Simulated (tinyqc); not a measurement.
Polytypes and stacking faults of a tetrahedral semiconductor in an axial Ising model with couplings up to third neighbours: one step, computed by the program tinyqc.

Each double layer has s = +1 or -1 for the sense of its stacking step; E per pair of atoms = E0 - sum_n J_n <s_i s_(i+n)>, n = 1, 2, 3. Hexagonality h = (1 - <s_i s_(i+1)>)/2.

Problem. Electronic energy gained by the fault. The fault binds electrons in a two-dimensional band E_b below the conduction edge, g2 = m m0/(pi hbar^2) for one valley. With the Fermi level held by the bulk, eta = ln[n/N_c(T)], N_c(T) = N_c (T/300)^1.5, the grand potential falls by g2 (k_B T)^2 F1(x), x = eta + E_b/(k_B T), F1(x) = integral from 0 to infinity of ln(1 + exp(x - t)) dt; sheet density g2 k_B T ln(1 + e^x). Band bending by the trapped charge is left out, so the gain is an upper bound. Net fault energy = gamma of the intrinsic fault less the electronic gain.

Inputs (values chosen for the exercise, for a model crystal): binding energy of the fault level E_b = 0.1 eV; in-plane mass m = 0.31 m0; effective density of states N_c at 300 K = 2.2e+19 1/cm^3; electron density n = 4.4e+16 1/cm^3; temperature T = 1350 K.

Host polytype: 3C.

energy of the glide fault, intrinsic = 10.02937 mJ/m^2

Constants: m_0 = 9.1093837015e-31 kg; hbar = 1.054571817e-34 J s; k_B = 1.380649e-23 J/K; k_B = 8.617333262e-05 eV/K.

Give: x; sheet density; electronic gain; net fault energy.

Solution.

x = -7.611

sheet density = 7.454e+09 1/cm^2

electronic gain = 0.001389 mJ/m^2

net fault energy = 10.03 mJ/m^2

The gain offsets 0.014 % of the fault energy.
